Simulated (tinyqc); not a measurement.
Worked calculation: lateral field, substrate current, probability of reaching the oxide barrier and hot-carrier lifetime of a silicon transistor (pseudo-two-dimensional and lucky-electron models). Computed by tinyqc, a small Python program that keeps every step. Command: `OMP_NUM_THREADS=1 python tinyqc.py 3018876 3018877 out.jsonl hotcar walk`. One thread of a shared host (Intel(R) Xeon(R) Processor @ 2.30GHz), about 0.01 s of CPU time with the checks. Intermediate numbers are printed to about 7 digits and carried at full precision; extremes and crossings named in words are read from the listed rows.

Local-field models: a lucky carrier gains its energy at the peak field over a path free of collisions. Voltages are magnitudes.

Inputs (values chosen for the exercise, modelled on a silicon n-channel): channel length L = 1600 nm; oxide thickness t = 45 nm; junction depth x_j = 260 nm; mobility mu = 400 cm^2/(V s); saturation velocity v_s = 0.82 1e7 cm/s; threshold voltage V_T = 0.59 V; gate voltage V_G = 3 V; drain voltage V_D = 6 V; ionisation prefactor A_i = 1.7e+06 1/cm; ionisation field B_i = 1.7 MV/cm; hot-carrier mean free path lambda = 7.7 nm; oxide barrier phi_b = 3.1 eV; interface-trap threshold phi_it = 3.7 eV; lifetime constant H = 30 s microampere/micrometre.

Drain: abrupt.

Constants: eps_0 = 8.8541878128e-12 F/m.

## Saturation point and current

C_ox = 3.9 eps_0/t; F_sat = 2 v_s/mu; V_Dsat = V_ov F_sat L/(V_ov + F_sat L), V_ov = V_G - V_T; I_D/W = C_ox v_s (V_ov - V_Dsat).

F_sat = 41 kV/cm

V_Dsat = 1.762497 V

drain current I_D/W = 40.74331 microampere/micrometre

## Peak lateral field

Scale length l = 0.22 t^(1/3) x_j^(1/2) (all in cm); F_m = sqrt(((V_D - V_Dsat)/l_e)^2 + F_sat^2), with l_e = l; length of the velocity-saturated region l_e ln((V_D - V_Dsat)/(l_e F_sat) + F_m/F_sat).

scale length l = 185.2025 nm

peak field F_m = 232.4482 kV/cm

velocity-saturated length = 448.2590 nm

energy gained over one free path, e lambda F_m = 0.1789851 eV

The field rises from F_sat to F_m as cosh(x/l_e), a factor 5.7, over 28 % of L.

## Hot-carrier currents and lifetime

Substrate current I_sub/I_D = (A_i/B_i)(V_D - V_Dsat) exp(-B_i/F_m); probability of reaching the oxide barrier exp(-phi_b/(e lambda F_m)); lifetime tau = (H/(I_D/W)) exp(phi_it/(e lambda F_m)).

I_sub/I_D = 0.002824331

substrate current I_sub/W = 0.1150726 microampere/micrometre

probability of reaching phi_b = 3.006580e-08

lifetime tau = 6.995989e+08 s

exponent m = phi_it/(e lambda B_i) = 2.826585

Since both exponentials depend on 1/F_m, tau I_D scales about as (I_sub/I_D)^(-m) with m = 2.83, which lets I_sub serve as the monitor. The lifetime is 2.22 times ten years (3.156e8 s).

## Substrate current against gate voltage

The formulas are those given above.

At the given drain voltage:
```
V_G (V)  V_Dsat (V)  I_D/W (microampere/micrometre)  F_m (kV/cm)  I_sub/W (microampere/micrometre)       tau (s)
0.89       0.286880                          0.8255     311.1923                         0.0200040  1.846854e+08
1.20       0.558103                          3.2655     296.6816                         0.0577002  9.935821e+07
1.70       0.949361                         10.1080     275.7738                         0.1073533  1.095921e+08
2.30       1.356421                         22.2485     254.0599                         0.1282757  2.207517e+08
3.00       1.762497                         40.7433     232.4482                         0.1150726  6.995989e+08
3.90       2.199959                         69.8479     209.2392                         0.0786035  4.041780e+09
4.80       2.564308                        103.5531     189.9867                         0.0462502  2.794145e+10
5.70       2.872459                        140.7945     173.7773                         0.0248453  2.174748e+11
6.60       3.136484                        180.8125     159.9591                         0.0125479  1.845692e+12
```

I_sub peaks at V_G = 2.3 V, 0.38 V_D: a higher gate voltage brings more carriers but raises V_Dsat and so lowers F_m. The shortest lifetime among the rows lies at V_G = 1.2 V, below that of the largest I_sub, since tau depends more steeply on the field.

## Extrapolating accelerated tests

V_10 solves tau = 3.156e8 s at the given V_G. The extrapolation fits ln(tau) against 1/V_D at 1, 1.08, 1.16 and 1.25 times the given V_D (rounded to 3 digits) by least squares and reads off the same tau.

Stress points:
```
V_D (V)  1/V_D (1/V)       tau (s)
6.00       0.1666667  6.995989e+08
6.48       0.1543210  9.030454e+07
6.96       0.1436782  1.679165e+07
7.50       0.1333333  3.508340e+06
```

ten-year drain voltage V_10 = 6.175052 V

V_10 from the 1/V_D extrapolation = 6.176319 V

The extrapolation is 1 mV above the true value.

Checks made by the program: voltage drop as the integral of F_sat cosh(x/l_e) over the saturated length (relative difference below 1e-10).
